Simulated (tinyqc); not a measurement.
Inside a calculation. Method: Ewald sum of point charges, bcc lattice in a neutralising background. Computed by tinyqc, a small Python program that keeps every step. Command: `OMP_NUM_THREADS=1 python tinyqc.py 25870 25871 out.jsonl` (the two numbers bound the seeds that draw the settings). One thread of a shared host (Intel(R) Xeon(R) Processor @ 2.60GHz), about 0.03 s of CPU time with the checks.

## Ewald sum with eta = 0.293 1/bohr

cell vectors (rows) (bohr):
$$\begin{pmatrix}
12.3100 & 0.0000 & 0.0000 \\
0.0000 & 12.3100 & 0.0000 \\
0.0000 & 0.0000 & 12.3100
\end{pmatrix}$$

Charges:
```
q           f1      f2      f3
2.0000  0.0000  0.0000  0.0000
2.0000  0.5000  0.5000  0.5000
```

Real space: 1/2 sum q_i q_j erfc(eta r)/r over all images with r > 0; reciprocal space: (2 pi/V) sum_(G != 0) exp(-G^2/4 eta^2)/G^2 |S(G)|^2 with S(G) = sum q exp(i G.r); self term -eta/sqrt(pi) sum q^2; background -pi Q^2/(2 V eta^2), Q the total charge.

Real-space shells (first ones):
```
r (bohr)  pairs  sum (hartree)
10.6608      16       3.00e-05
12.3100      12       6.59e-07
17.4090      24              0
20.4138      48              0
```

Reciprocal shells (first ones that count):
```
G^2 (1/bohr^2)  vectors  sum (hartree)
0.5210               12         0.2722
1.0421                6         0.0149
1.5631               24         0.0087
2.0842               12         0.0007
2.6052               24       2.52e-04
3.1263                8       1.53e-05
3.6473               48       1.73e-05
4.1683                6       4.15e-07
4.6894               36       4.85e-07
5.2104               24       6.39e-08
5.7315               24       1.27e-08
6.2525               24       2.56e-09
```

## The total does not depend on eta

The same sums for other eta.

Totals (hartree per cell):
```
eta         real  reciprocal     self  background      total
0.2930  3.06e-05      0.2968  -1.3225     -0.1569  -1.182529
0.3990  5.39e-09      0.7030  -1.8009     -0.0846  -1.182529
0.5360         0      1.2836  -2.4192     -0.0469  -1.182529
```

shortest distance = 10.6608 bohr
